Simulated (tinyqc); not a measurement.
# Threshold-voltage variability of a planar MOSFET, analytic estimates: effects of single changes

Three independent sources add in quadrature: random dopants in the depleted layer, metal-gate grains of two orientations, and roughness of the two gate edges acting through the roll-off VT = VT(long) - Vr exp(-L/l). These are first-order estimates: no three-dimensional electrostatics, no percolation.

Values chosen for this exercise; material values close to those of silicon: temperature T = 350 K; band gap Eg = 1.13 eV; relative permittivity of the semiconductor eps_r = 11.6; conduction-band density of states at T Nc = 3.57e19 cm^-3; valence-band density of states at T Nv = 3.33e19 cm^-3; channel doping Na = 3.5e17 cm^-3; oxide-equivalent thickness in inversion ti = 2.5 nm; gate length L = 25 nm; gate width W = 66 nm; metal grain size G = 5 nm; work-function difference of the two grain orientations dW = 0.3 eV; share of the orientation of higher work function p = 0.6; rms roughness of one gate edge De = 1.9 nm; correlation length of the roughness La = 20 nm; decay length of the threshold roll-off l = 6.7 nm; prefactor of the roll-off Vr = 2.3 V.

Constants: q = 1.602176634e-19 C, kB = 1.380649e-23 J/K, Vt = kB T/q, eps0 = 8.8541878128e-14 F/cm where lengths are in cm. Results are converted to the units shown.

Each table varies one quantity; the others keep the values above.

## Effect of the gate width

ni = sqrt(Nc Nv) exp(-Eg/(2 Vt)), Eg in volts; Cox = 3.9 eps0/ti; Wd = sqrt(4 eps0 eps_r Vt ln(Na/ni)/(q Na)); dopants: s1 = (q/Cox) sqrt(Na Wd/(3 L W)). Grains: Ng = L W/G^2 (at least 1), s2 = dW sqrt(p (1 - p)/Ng). Edges, with exponential correlation and u = W/La: the mean gate length has sL^2 = 2 De^2 (2/u)[1 - (1 - exp(-u))/u]; s3 = sL (Vr/l) exp(-L/l). s = sqrt(s1^2 + s2^2 + s3^2). l and Vr are held fixed.

Effect of the gate width:

| W (nm) | s1 (mV) | s2 (mV) | s3 (mV) | s (mV) | s sqrt(L W) (mV um) |
|---|---|---|---|---|---|
| 22 | 39.94 | 31.33 | 18.69 | 54.10 | 1.269 |
| 36 | 31.23 | 24.49 | 17.06 | 43.20 | 1.296 |
| 58 | 24.60 | 19.30 | 15.07 | 34.71 | 1.322 |
| 95 | 19.22 | 15.08 | 12.76 | 27.56 | 1.343 |
| 150 | 15.30 | 12.00 | 10.63 | 22.16 | 1.357 |
| 250 | 11.85 | 9.295 | 8.480 | 17.28 | 1.366 |
| 410 | 9.253 | 7.258 | 6.733 | 13.55 | 1.372 |
| 660 | 7.293 | 5.721 | 5.358 | 10.71 | 1.375 |

Read the table: what changes, and by how much?

As W goes from 22 to 660 nm, s falls from 54.1 to 10.7 mV. The dopants are the largest source in the first and the last row. The product s sqrt(L W) rises from 1.27 to 1.38 mV um: s1 and s2 go as 1/sqrt(L W), so the change comes from s3 alone. In every row the depletion depth exceeds L, so source and drain share much of the charge and s1 is rough.

## Effect of the gate length

Same model as above.

l and Vr are held fixed.

Effect of the gate length:

| L (nm) | s1 (mV) | s2 (mV) | s3 (mV) | s (mV) | s sqrt(L W) (mV um) |
|---|---|---|---|---|---|
| 15 | 29.77 | 23.35 | 64.41 | 74.70 | 2.350 |
| 18 | 27.18 | 21.32 | 41.16 | 53.73 | 1.852 |
| 22 | 24.58 | 19.28 | 22.66 | 38.60 | 1.471 |
| 26 | 22.61 | 17.74 | 12.47 | 31.33 | 1.298 |
| 32 | 20.38 | 15.99 | 5.093 | 26.40 | 1.213 |
| 38 | 18.71 | 14.67 | 2.080 | 23.86 | 1.195 |
| 46 | 17.00 | 13.34 | 0.6303 | 21.62 | 1.191 |
| 55 | 15.55 | 12.20 | 0.1645 | 19.76 | 1.191 |

What does the table show?

As L goes from 15 to 55 nm, s falls from 74.7 to 19.8 mV. The largest source is the edges in the first row and the dopants in the last. The product s sqrt(L W) falls from 2.35 to 1.19 mV um: s1 and s2 go as 1/sqrt(L W), so the change comes from s3 alone. In every row the depletion depth exceeds L, so source and drain share much of the charge and s1 is rough.

## Effect of the metal grain size

Same model as above.

l and Vr are held fixed.

The same in every row: s1 (mV) = 23.06; s3 (mV) = 14.48.

Result of one run:

| G (nm) | s2 (mV) | s (mV) | s sqrt(L W) (mV um) |
|---|---|---|---|
| 2 | 7.236 | 28.18 | 1.144 |

What becomes of these results when the metal grain size G is changed from 2 to 7 nm, all else the same?

Result of the changed run:

| G (nm) | s2 (mV) | s (mV) | s sqrt(L W) (mV um) |
|---|---|---|---|
| 7 | 25.33 | 37.19 | 1.511 |

The whole series:

| G (nm) | s2 (mV) | s (mV) | s sqrt(L W) (mV um) |
|---|---|---|---|
| 2 | 7.236 | 28.18 | 1.144 |
| 3 | 10.85 | 29.31 | 1.191 |
| 5 | 18.09 | 32.69 | 1.328 |
| 7 | 25.33 | 37.19 | 1.511 |
| 10 | 36.18 | 45.28 | 1.839 |
| 14 | 50.65 | 57.51 | 2.336 |
| 20 | 72.36 | 77.32 | 3.141 |

As G goes from 2 to 20 nm, s rises from 28.2 to 77.3 mV. The largest source is the dopants in the first row and the grains in the last. In every row the depletion depth exceeds L, so source and drain share much of the charge and s1 is rough.

Computed by the program tinyqc: `OMP_NUM_THREADS=1 python tinyqc.py 2090119 2090120 out.jsonl`, one thread of a shared Intel Xeon 2.30GHz, about 0.01 s for the whole run.
